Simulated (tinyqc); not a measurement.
What moves the results: sp3s* tight binding with spin-orbit coupling. A value that a table varies takes the place of the one given here.

sp3s* tight binding, nearest neighbours only: anion (a) at 0, cation (c) at a/4 (1,1,1), orbitals s, px, py, pz, s* on each; k in units of 2 pi/a. With phases e_j = exp(i (pi/2) k.n_j) for n = (1,1,1), (1,-1,-1), (-1,1,-1), (-1,-1,1): g0 = (e1+e2+e3+e4)/4, g1 = (e1+e2-e3-e4)/4, g2 = (e1-e2+e3-e4)/4, g3 = (e1-e2-e3+e4)/4. The diagonal holds the levels Esa, Epa, Exa (s*) and Esc, Epc, Exc. Anion-cation block: <sa|sc> = Vss g0; <sa|xc> = Vsapc g1; <xa|sc> = -Vscpa g1; <xa|xc> = Vxx g0; <xa|yc> = <ya|xc> = Vxy g3, <xa|zc> = <za|xc> = Vxy g2, <ya|zc> = <za|yc> = Vxy g1; <s*a|xc> = Vxapc g1; <xa|s*c> = -Vpaxc g1; y and z take g2 and g3 in place of g1; s-s* and s*-s* vanish.

Spin-orbit coupling acts within the p shell of each atom as (D/3) L.sigma, D = Da or Dc: it puts four states at Ep + D/3 and two at Ep - 2D/3.

Parameters, chosen for this exercise (near a published set for Ge, fitted to gaps, whose masses and valley positions are rough; spin-orbit coupling, where it is added without a refit, lifts the valence top and shrinks all gaps by about a third of the splitting; not measured data):
- Esa = -5.894 eV (s level of the anion)
- Epa = 1.609 eV (p level of the anion)
- Esc = -5.894 eV (s level of the cation)
- Epc = 1.609 eV (p level of the cation)
- Exa = 6.395 eV (s* level of the anion)
- Exc = 6.395 eV (s* level of the cation)
- Vss = -6.788 eV (s-s)
- Vxx = 1.605 eV (px-px)
- Vxy = 4.904 eV (px-py)
- Vsapc = 5.479 eV (s anion, p cation)
- Vscpa = 5.479 eV (s cation, p anion)
- Vxapc = 5.204 eV (s* anion, p cation)
- Vpaxc = 5.204 eV (p anion, s* cation)
- Da = 0.28 eV (atomic spin-orbit splitting, anion)
- Dc = 0.28 eV (the same, cation)
- eta = 2 (scaling exponent)
- D001 = 0.71 (ratio -ezz/exx)

## What the s* orbital does

The s* couplings Vxapc and Vpaxc are scaled by f; f = 0 is the plain sp3 model. Gaps from the top of the valence band at Gamma; the Delta value is the minimum on (x,0,0), 0.5 <= x <= 1.

Gaps (eV):

| f | Gamma | Delta | L | x of the minimum |
|---|---|---|---|---|
| 0.00 | 0.7967 | 3.5445 | 2.1479 | 0.500 |
| 0.25 | 0.7967 | 3.3739 | 2.0026 | 0.500 |
| 0.50 | 0.7967 | 2.7411 | 1.6350 | 0.664 |
| 0.75 | 0.7967 | 1.7427 | 1.1645 | 0.786 |
| 0.90 | 0.7967 | 1.1219 | 0.8694 | 0.803 |
| 1.00 | 0.7967 | 0.7097 | 0.6747 | 0.807 |
| 1.10 | 0.7967 | 0.3010 | 0.4843 | 0.809 |

The gap at Gamma stays, since g1 to g3 vanish there. From f = 0 to 1 the s* levels lower the Delta value by 2.835 eV and L by 1.473 eV. For f = 0 and 0.25 the least value lies at x = 0.5, the end of the range: any valley further out lies above that value until s* has lowered it enough. The lowest of the three is Gamma at f = 0 and L at f = 1.

## Hydrostatic strain (sp3s* tight binding with spin-orbit coupling, strained)

Strain e moves each bond vector to d = (1 + e) d0 (no internal displacement for the diagonal strains used here) and k is given in fractions of the strained reciprocal cell, so the phases stay. Two-centre values Vss_sigma = Vss/4, Vsp_sigma = sqrt3 V/4 for each s-p and s*-p pair, Vpp_sigma = (Vxx + 2 Vxy)/4, Vpp_pi = (Vxx - Vxy)/4 are scaled by (d0/d)^eta and combined with the new direction cosines; the levels on the diagonal stay.

exx = eyy = ezz = e. Gaps as measured from the top of the valence band; the deformation potentials are (gap(0.01) - gap(-0.01))/0.06.

Gaps (eV):

| e | Gamma | Delta | L | x of the minimum |
|---|---|---|---|---|
| -0.03 | 1.3238 | 0.7270 | 0.9390 | 0.791 |
| -0.02 | 1.1427 | 0.7214 | 0.8476 | 0.796 |
| -0.01 | 0.9671 | 0.7156 | 0.7595 | 0.802 |
| 0.00 | 0.7967 | 0.7097 | 0.6747 | 0.807 |
| 0.01 | 0.6313 | 0.7037 | 0.5930 | 0.813 |
| 0.02 | 0.4708 | 0.6975 | 0.5145 | 0.819 |
| 0.03 | 0.3149 | 0.6913 | 0.4390 | 0.825 |

gap deformation potentials (eV): Gamma -5.596, Delta -0.199, L -2.775

Per unit of volume strain the gaps move by -5.60 (Gamma), -0.20 (Delta) and -2.77 eV (L). The lowest valley changes from the Delta line to L between e = -0.01 and 0 and from L to Gamma between e = 0.01 and 0.02. These potentials follow from the one exponent eta, which fitted models replace by one for each integral; with it the sizes are rough, the sign for Delta can be wrong (in Si, Ge and the III-V crystals measured values are small and positive), and the pressures at which valleys cross, and which valley takes over, are rough too. A gap of zero, where one is listed, marks an s level that has sunk below the valence top.

## Biaxial strain splits the top of the valence band (sp3s* tight binding, strained)

No spin-orbit coupling; k = 0; exx = eyy = e, ezz = -D001 e. The four bonds keep equal lengths, and the sums over them give Vxx(e) for px and py and Vzz(e) for pz; each level is the lower root of [[Epa, V], [V, Epc]], and the s level the upper root of the s block. The shear potential b follows from E(x,y) - E(z) = 3 b (exx - ezz), taken as the slope between e = -0.005 and 0.005.

Couplings and levels at Gamma (eV):

| e | ezz | Vxx(e) | Vzz(e) | E(x,y) | E(z) | E(x,y) - E(z) (meV) | upper s level |
|---|---|---|---|---|---|---|---|
| -0.020 | 0.0142 | 1.5172 | 1.8632 | 0.0918 | -0.2542 | 346.0 | 1.0105 |
| -0.010 | 0.0071 | 1.5620 | 1.7324 | 0.0470 | -0.1234 | 170.4 | 0.9523 |
| -0.005 | 0.0036 | 1.5837 | 1.6682 | 0.0253 | -0.0592 | 84.5 | 0.9232 |
| 0.005 | -0.0036 | 1.6258 | 1.5426 | -0.0168 | 0.0664 | -83.2 | 0.8648 |
| 0.010 | -0.0071 | 1.6462 | 1.4811 | -0.0372 | 0.1279 | -165.1 | 0.8356 |
| 0.020 | -0.0142 | 1.6856 | 1.3607 | -0.0766 | 0.2483 | -324.9 | 0.7770 |

b = -3.269 eV

Under tension in the plane (e > 0) the bonds tilt towards the plane, Vxx grows to 1.6462 and Vzz falls to 1.4811 eV at e = 0.01, and the pz state forms the top of the valence band, by 165.1 meV; under compression (e = -0.01) the px, py pair does, by 170.4 meV. The slope gives b = -3.27 eV, a rough value, since on-site strain terms are left out (measured values lie near -2 eV).

## What each parameter does

Gaps from the top of the valence band at Gamma; Delta is the minimum on (x,0,0), 0.5 <= x <= 1. A change on one sublattice alone makes the two atoms unequal. Each row changes one parameter from the base and keeps the others.

Results:

| case | Ev (eV) | gap Gamma (eV) | gap Delta (eV) | gap L (eV) |
|---|---|---|---|---|
| base | 0.0973 | 0.7967 | 0.7097 | 0.6747 |
| Esa = -5.594 eV | 0.0973 | 0.9483 | 0.7331 | 0.7598 |
| Vss = -6.988 eV | 0.0973 | 0.9967 | 0.6998 | 0.7310 |
| Epa = 1.309 eV | -0.0597 | 0.9537 | 0.7909 | 0.7901 |
| Vxx = 1.805 eV | -0.1027 | 0.9967 | 0.9361 | 0.9015 |
| Vpaxc = 5.004 eV | 0.0973 | 0.7967 | 0.7801 | 0.7100 |
| Vxy = 4.704 eV | 0.0973 | 0.7967 | 0.7097 | 0.7284 |

The largest shifts from the base row, up to three for each result and ties (the steps differ in size, so this ranks the rows, not the parameters). Ev (eV): Vxx -0.2000, Epa -0.1570; unchanged at the printed digits by Esa, Vss, Vpaxc and Vxy. gap Gamma (eV): Vss +0.2000, Vxx +0.2000, Epa +0.1570; unchanged at the printed digits by Vpaxc and Vxy. gap Delta (eV): Vxx +0.2263, Epa +0.0812, Vpaxc +0.0703; unchanged at the printed digits by Vxy. gap L (eV): Vxx +0.2268, Epa +0.1155, Esa +0.0852. Vpaxc and Vxy cannot move Ev or the gap at Gamma, whose blocks do not hold them; s parameters never move Ev, and move the gap only where the lowest empty level at Gamma is s-like.

Run: tinyqc, `OMP_NUM_THREADS=1 python tinyqc.py 1480002 1480003 out.jsonl`; Intel(R) Xeon(R) Processor @ 2.30GHz, one thread, shared host; about 0.2 s of CPU time with all checks.
